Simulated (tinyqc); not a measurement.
# Changing the temperature T

Model: Deal-Grove kinetics of thermal oxidation of silicon. Computed by tinyqc, a small Python program. Command: `OMP_NUM_THREADS=1 python tinyqc.py 3003757 3003758 out.jsonl oxide sweep`. One thread of a shared host (Intel(R) Xeon(R) Processor @ 2.30GHz), about 0.1 s of CPU time with the checks.

Oxidant diffuses through the oxide and reacts at the interface, so that dx/dt = B/(A + 2x) for the oxide thickness x.

Inputs (values chosen for the exercise, close to those used for silicon): prefactor B0 = 392 um^2/h; activation energy E_B = 0.77 eV; prefactor (B/A)0 = 1.65e+08 um/h; activation energy E_A = 2.06 eV; oxidant pressure p = 2 atm; pressure exponent m of B/A = 1; initial oxide x_i = 0.05 um; time t = 5.9 h.

Ambient: steam. Surface: (111).

Constants: k_B = 8.617333262e-05 eV/K.

Method:
- B = B0 p exp(-E_B/(k_B T)), B/A = (B/A)0 p^m exp(-E_A/(k_B T)), p in atm; A = B/(B/A).
- Temperatures in kelvin are T(C) + 273.15.
- tau = (x_i^2 + A x_i)/B and x = (A/2) [sqrt(1 + 4 B (t + tau)/A^2) - 1], the root of x^2 + A x = B (t + tau).
- Silicon consumed is 0.44 times the oxide grown; the rate is B/(A + 2x).

One run for each value:
```
temperature T (C)  oxide thickness x (um)  length A (um)  linear constant B/A (um/h)  parabolic constant B (um^2/h)
800                                 0.403          2.716                   6.986e-02                          0.190
850                                 0.764          1.460                   1.883e-01                          0.275
900                                 1.165          0.827                   4.665e-01                          0.386
950                                 1.542          0.491                   1.073e+00                          0.527
1000                                1.893          0.304                   2.312e+00                          0.702
1050                                2.231          0.195                   4.700e+00                          0.915
1100                                2.566          0.129                   9.075e+00                          1.170
1150                                2.903          0.088                   1.673e+01                          1.471
1200                                3.247          0.062                   2.958e+01                          1.820
```

Over the rows, oxide thickness x (um) rises from 0.403 to 3.25; length A (um) falls from 2.72 to 0.0615. A falls with T because E_A exceeds E_B, so hot oxidation turns parabolic sooner. The apparent activation energy of x, -d ln x / d(1/(k_B T)), is 1.33 eV between the first rows and 0.40 eV between the last; a film much thicker than x_i would show E_A = 2.06 eV in the linear limit and E_B/2 = 0.385 eV in the parabolic one.

Caution (rows 1100, 1150, 1200): films of several micrometres crack or stress the wafer in practice, which the model ignores.
